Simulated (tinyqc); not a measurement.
Surface segregation during layer-by-layer epitaxy: two-layer exchange kinetics and the shape of quantum wells and delta layers: one step, computed by the program tinyqc.

Atoms A and B exchange only between the growing layer and the one below it. B is supplied for N layers, then pure A follows.

Task: Exchange rates. p1 = nu exp(-E1/(k_B T)) (B up, A down), p2 = nu exp(-(E1 + E_s)/(k_B T)) (B down); time per layer tau = 1/G; K = p1/p2. Temperatures in kelvin are T(C) + 273.15. Dilute equilibrium share passed up per layer R_eq = K/(1 + K).

Inputs (values chosen for the exercise, close to those used for antimony in silicon):
```
quantity                     value      unit
barrier E1 for B to move up   1.75        eV
segregation energy E_s        0.52        eV
attempt frequency nu             1       THz
growth rate G                 0.75  layers/s
temperature T                  300         C
```

Constants: k_B = 8.617333262e-05 eV/K.

Give: p1; p2; p1 tau; K; R_eq.

Result:

p1 = 4.093e-04 1/s

p2 = 1.095e-08 1/s

p1 tau = 5.457e-04

K = 37361

R_eq = 1.0000

Exchange is slow against growth: segregation is kinetically frozen.
